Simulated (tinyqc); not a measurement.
Metal gate on a two-layer dielectric stack with fixed charge and a dipole: threshold against doping.

Gate, layer 2, layer 1, p-type semiconductor; x runs from the gate inwards. Charges are counted in units of +q. psi is the band bending at the surface, positive towards inversion. Classical charge, Boltzmann statistics, no interface traps.

EOT = 3.9 (t1/e1 + t2/e2), Cox = eps0/(t1/e1 + t2/e2); phi_ms = pM - (chi + Eg - Vt ln(Nv/Na)). Vfb = phi_ms + Vd - (q/eps0) [Q1 (t1/e1 + t2/e2) + Q2 t2/e2 + r1 (t1^2/(2 e1) + t1 t2/e2) + r2 t2^2/(2 e2)]: each charge counts with its electrical distance from the gate. ni = sqrt(Nc Nv) exp(-Eg/(2 Vt)), Eg in volts, pB = Vt ln(Na/ni), Vth = Vfb + 2 pB + sqrt(4 q eps0 eps_r Na pB)/Cox.

Values chosen for this exercise; band and dielectric values close to those of 4H silicon carbide, layer 1 close to silicon dioxide, layer 2 close to zirconium oxide:
- T = 350 K (temperature)
- Eg = 3.21 eV (band gap)
- eps_r = 9.74 (relative permittivity)
- Nc = 2.15e19 cm^-3 (conduction-band density of states at T)
- Nv = 3.15e19 cm^-3 (valence-band density of states at T)
- chi = 3.59 eV (electron affinity)
- pM = 4.82 eV (work function of the gate metal)
- t1 = 0.4 nm (thickness of layer 1, next to the semiconductor)
- e1 = 3.77 (relative permittivity of layer 1)
- t2 = 2.1 nm (thickness of layer 2, next to the gate)
- e2 = 24.2 (relative permittivity of layer 2)
- Q1 = 1.6e12 cm^-2 (fixed charge at the semiconductor interface)
- Q2 = 2.9e12 cm^-2 (fixed charge between the layers)
- r1 = 1.2e18 cm^-3 (uniform charge density in layer 1)
- r2 = -1e18 cm^-3 (uniform charge density in layer 2)
- Vd = 0 V (flat-band shift by a dipole layer between the layers)

Constants: q = 1.602176634e-19 C, kB = 1.380649e-23 J/K, Vt = kB T/q, eps0 = 8.8541878128e-14 F/cm where lengths are in cm. Results are converted to the units shown.

Threshold against doping:
```
Na (cm^-3)  phi_ms (V)  2 pB (V)  Qd/Cox (V)  Vth (V)
1.2e15         -1.6731    2.6077   0.0064059  0.84008
3.6e15         -1.7062    2.6740    0.011235  0.87805
1.1e16         -1.7399    2.7414    0.019886  0.92039
3.2e16         -1.7721    2.8058    0.034313  0.96702
9.4e16         -1.8046    2.8708    0.059487   1.0247
2.8e17         -1.8376    2.9366     0.10384   1.1020
8.3e17         -1.8703    3.0022     0.18076   1.2117
2.5e18         -1.9036    3.0687     0.31718   1.3813
```

Vth rises from 0.840 to 1.38 V. Of the change, phi_ms + 2 pB gives 230 mV (Vt ln 10 a decade) and the depletion charge 311 mV, growing as Na^(0.51).

Numbers from tinyqc (`OMP_NUM_THREADS=1 python tinyqc.py 2010086 2010087 out.jsonl`; about 0.01 s on one thread of a shared Intel Xeon 2.30GHz).
